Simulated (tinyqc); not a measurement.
Resistance of a circular point contact between the ballistic and the diffusive limit: two steps of the calculation.

Two half-spaces of a free-electron metal (one valley, spin 2) meet through a circular opening of radius a in an insulating sheet.

Values chosen for this exercise:
```
symbol   value   unit                meaning
n       1.2e20  cm^-3  free-electron density
l          3.6     nm         mean free path
a          7.9     nm  radius of the opening
```

Constants: q = 1.602176634e-19 C, hbar = 1.054571817e-34 J s. Results are converted to the units shown.

Task 1. Fermi wave number and resistivity. kF = (3 pi^2 n)^(1/3), resistivity rho = hbar kF/(n q^2 l). Maxwell: RM = rho/(2 a); Sharvin: RS = 4 rho l/(3 pi a^2); interpolation R = RS + gamma RM, gamma = (1 + 0.83 K)/(1 + 1.33 K), K = l/a.

Find: kF; rho; modes (kF a)^2/4.

Result 1.

kF = 1.526 1/nm
rho = 1451 uohm cm
modes (kF a)^2/4 = 36.33

Task 2. Resistances. 

rho = 1451.1280 uohm cm

Find: RM; RS; gamma; R.

Result 2.

RM = 918.44 ohm
RS = 355.26 ohm
gamma = 0.85813
R = 1143.4 ohm

The Sharvin term makes up 31.1 % of R; it equals (h/2q^2) over the number of modes.

tinyqc, about 0.01 s, one thread, Intel Xeon 2.30GHz (shared host): `OMP_NUM_THREADS=1 python tinyqc.py 2760101 2760102 out.jsonl`
